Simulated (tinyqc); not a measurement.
## Short-channel transistor, virtual-source model with series resistance: transfer curves at low and high drain voltage

The current per gate width is the charge at the top of the source barrier (the virtual source) times its velocity times a saturation function; al and be are fitting constants of the model. Units: I in uA/um, Rs in ohm um, so I Rs = 1e-6 I Rs in volts; Q in uC/cm^2, so I = 1e-4 Q vx0 Fsat with vx0 in cm/s.

Intrinsic voltages Vg' = Vgs - I Rs, Vd' = Vds - 2 I Rs. n = n0 + nd Vd', VT = VT0 - dl Vd', Ff = 1/(1 + exp((Vg' - VT + al Vt/2)/(al Vt))), Q = Cinv n Vt ln(1 + exp((Vg' - VT + al Vt Ff)/(n Vt))), Vdsat = (vx0 L/mu)(1 - Ff) + Vt Ff, Fsat = u/(1 + u^be)^(1/be) with u = Vd'/Vdsat, and I = Q vx0 Fsat per width. I is solved self-consistently. Columns for Vds = 0.05 V and 1 V; gm = dI/dVgs at 1 V.

Values chosen for this exercise: temperature T = 273 K; inversion capacitance Cinv = 1.58 uF/cm^2; velocity at the virtual source vx0 = 6.42e6 cm/s; apparent mobility mu = 140 cm^2/(V s); channel length L = 45 nm; threshold at zero drain voltage VT0 = 0.31 V; drain-induced barrier lowering dl = 0.06 V/V; subthreshold factor n0 = 1.22; growth of n with drain voltage nd = 0 1/V; threshold shift (in units of Vt) from weak to strong inversion al = 3.5; sharpness of saturation be = 1.8; series resistance of each contact Rs = 70 ohm um.

Constants: q = 1.602176634e-19 C, kB = 1.380649e-23 J/K, Vt = kB T/q. Results are converted to the units shown.

Result of one run:
```
Vgs (V)  I, low Vds (uA/um)  I, high Vds (uA/um)  gm (uS/um)
0.5                   42.71                230.8       877.9
```

What becomes of these results when the gate voltage Vgs is changed from 0.5 to 0.75 V, all else the same?

Result of the changed run:
```
Vgs (V)  I, low Vds (uA/um)  I, high Vds (uA/um)  gm (uS/um)
0.75                  81.04                454.9       903.5
```

The whole series:
```
Vgs (V)  I, low Vds (uA/um)  I, high Vds (uA/um)  gm (uS/um)
0                  0.008590              0.06831       2.214
0.12                 0.3367                2.531       67.98
0.25                  5.995                37.75       530.8
0.38                  23.71                128.8       808.0
0.5                   42.71                230.8       877.9
0.62                  61.76                337.6       898.7
0.75                  81.04                454.9       903.5
0.88                  98.37                572.3       903.2
1                     112.7                680.6       901.6
```

At Vds = 1 V the current spans 4.0 decades, from 0.0683 to 681 uA/um. Between the first two rows the swing is 76.5 mV a decade, against n Vt ln 10 = 66.1. At Vgs = 0 the higher drain voltage raises the current by a factor of 7.95, at Vgs = 1 V by 6.04. The transconductance goes from 2.21 through a maximum of 904 (at Vgs = 0.75 V among the rows listed) to 902 uS/um; Cinv vx0, its value in strong inversion and saturation without series resistance, is 1010 uS/um.

tinyqc, about 0.01 s, one thread, Intel Xeon 2.30GHz (shared host): `OMP_NUM_THREADS=1 python tinyqc.py 2380148 2380149 out.jsonl`
